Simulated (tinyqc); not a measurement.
Coherent transport through a tight-binding region between two chains, step by step. One step of it, computed by the program tinyqc.

Question. Transmission at E = 0.88 eV. Surface Green function g = (E - i sqrt(4 t^2 - E^2)) / (2 t^2); self-energy tc^2 g on each contact site; G = (E - H - Sigma)^(-1); Gamma = -2 Im Sigma; T = Gamma_L Gamma_R |G_LR|^2; local density of states -Im G_ii / pi.

H of the central region (eV):
```
[[0.000000, -1.400000, 0.000000, 0.000000, 0.000000],
 [-1.400000, 0.000000, -0.820000, 0.000000, 0.000000],
 [0.000000, -0.820000, 0.000000, -1.400000, 0.000000],
 [0.000000, 0.000000, -1.400000, 0.000000, -0.670000],
 [0.000000, 0.000000, 0.000000, -0.670000, 0.000000]]
```

Leads: semi-infinite chains with site energy 0:
```
parameter                           value
lead hopping t (eV)              2.640000
coupling to the left lead (eV)   1.490000
coupling to the right lead (eV)  0.280000
left contact site                       1
right contact site                      5
```

E = 0.880000 eV

Give: g; G; local density of states; transmission.

Answer.

g = 0.0631-0.3735i 1/eV

G (1/eV):
```
[[-0.5632-0.4097i, 0.7692+0.5500i, 0.1359+0.1092i, -0.5360-0.3908i, 0.4199+0.2852i],
 [0.7692+0.5500i, -0.0807-0.7463i, -0.0072-0.1382i, 0.0518+0.5240i, -0.0530-0.3994i],
 [0.1359+0.1092i, -0.0072-0.1382i, -0.2244-0.0381i, 0.8595+0.1049i, -0.6601-0.0582i],
 [-0.5360-0.3908i, 0.0518+0.5240i, 0.8595+0.1049i, -0.5706-0.3728i, 0.4460+0.2705i],
 [0.4199+0.2852i, -0.0530-0.3994i, -0.6601-0.0582i, 0.4460+0.2705i, 0.7935-0.2337i]]
```

local density of states (1/eV): [0.1304, 0.2375, 0.0121, 0.1187, 0.0744]

transmission = 0.0250
